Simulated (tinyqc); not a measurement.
MOSFET in the linear regime without short-channel effects, parameter extraction from computed curves: two steps of the calculation.

Inversion charge Q = Cox n Vt W0(exp((Vg - VT)/(n Vt))), W0 the Lambert function and n = nf; u = Q/Cox; mobility mu = mu0/(1 + th1 u + th2 u^2); channel resistance Rch = (L - dL)/(W mu Q); Id = Vd/(Rch + Rsd/W). Cox = eps0 eox/tox. Small Vd, no channel-length or drain effects.

Parameters, values chosen for the exercise; channel values of the order met in silicon transistors:
```
symbol  value        unit                                                                 meaning
T         300           K                                                             temperature
eox       3.9              relative permittivity of the gate insulator (close to silicon dioxide)
tox       1.1          nm                                                     insulator thickness
mu0       190  cm^2/(V s)                                                      low-field mobility
th1      0.71         1/V                                       first mobility attenuation factor
th2         0       1/V^2                                      second mobility attenuation factor
VT       0.62           V                                                       threshold voltage
nf        1.2                                                                         body factor
W           1          um                                                              gate width
L        0.17          um                                                       drawn gate length
dL       0.02          um                                             drawn less effective length
Rsd       390      ohm um                                            source plus drain resistance
Vd       0.02           V                                                           drain voltage
```

Constants: q = 1.602176634e-19 C, kB = 1.380649e-23 J/K, Vt = kB T/q, eps0 = 8.8541878128e-14 F/cm where lengths are in cm. Results are converted to the units shown.

Problem 1. Transfer curve. u, mu, Rch and Id as defined.

Vg, point 0 to 8 (V): [0.38, 0.5, 0.62, 0.74, 0.86, 0.98, 1.1, 1.22, 1.34]

Wanted: u; mu; Rch; Id.

Solution 1.

u, point 0 to 8 (V): [1.354e-5, 6.351e-4, 0.01759, 0.08775, 0.1847, 0.2906, 0.4006, 0.5130, 0.6268]
mu, point 0 to 8 (cm^2/(V s)): [190.0, 189.9, 187.7, 178.9, 168.0, 157.5, 147.9, 139.3, 131.5]
Rch, point 0 to 8 (ohm): [1.857e7, 3.961e5, 1.447e4, 3045, 1540, 1044, 806.3, 668.8, 579.8]
Id, point 0 to 8 (uA): [0.001077, 0.05044, 1.346, 5.823, 10.36, 13.95, 16.72, 18.89, 20.62]

Problem 2. The Y function. Y_i = Id_i/sqrt(gm_i). For Id = beta Vd x/(1 + th x), x = Vg - VT, Y = sqrt(beta Vd) x whatever th. Slope s from points 4 and 7; VT_Y = Vg - Y/s at point 7; beta = s^2/Vd; mobility beta L/(W Cox) with the drawn L; th* = (beta Vd x/Id - 1)/x at point 7.

Vg, point 0 to 8 (V): [0.38, 0.5, 0.62, 0.74, 0.86, 0.98, 1.1, 1.22, 1.34]
Id, point 0 to 8 (uA): [0.0010767959, 0.050436837, 1.3456783, 5.8229712, 10.360331, 13.947221, 16.718483, 18.888988, 20.622545]
gm, point 1 to 7 (uS): [5.6025063, 24.052226, 37.561053, 33.851039, 26.492301, 20.590695, 16.266926]

Wanted: Y; s; VT_Y; beta; mobility from Y; th*.

Solution 2.

Y, point 1 to 7 (uA^0.5 V^0.5): [0.021309, 0.27439, 0.95011, 1.7807, 2.7097, 3.6844, 4.6833]
s = 8.0629 uA^0.5 V^-0.5
VT_Y = 0.63915 V
beta = 3250.5 uA/V^2
mobility from Y = 176.03 cm^2/(V s)
th* = 1.7201 1/V

The mobility from Y is 18 % below mu0 L/(L - dL) = 215 cm^2/(V s), which it should reach in deep inversion when th2 = 0.

Program tinyqc, `OMP_NUM_THREADS=1 python tinyqc.py 2210158 2210159 out.jsonl`; Intel Xeon 2.30GHz, shared host, one thread, about 0.01 s.
